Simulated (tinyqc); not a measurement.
Vacuum evaporation: vapour pressure, source flux, thickness distribution, purity and step coverage: one step, computed by the program tinyqc. Command: `OMP_NUM_THREADS=1 python tinyqc.py 3114184 3114185 out.jsonl evap walk`. One thread of a shared host (Intel(R) Xeon(R) Processor @ 2.30GHz), about 0.01 s of CPU time with the checks.

Molecular flow, unit sticking of the metal, no re-evaporation. The background gas is taken as water vapour (18.015 g/mol, collision diameter 0.37 nm) at 300 K.

Problem. A trench at the wafer edge. Fixed wafer, axial point source, trench running tangentially at r = R: the beam arrives at tan(a) = R/h. Shadowed share of the floor = aspect ratio x tan(a) (at most 1); the wall facing the source grows at tan(a) times the field rate, the other wall not at all.

Inputs (values chosen for the exercise, modelled on nickel, with constants for the liquid): source-to-wafer distance h = 27 cm; wafer radius R = 2.5 cm; aspect ratio of a trench = 2.7.

Give: angle a; shadowed share of the floor; wall over field thickness.

Solution.

angle a = 5.290 degrees

shadowed share of the floor = 0.25

wall over field thickness = 0.09259
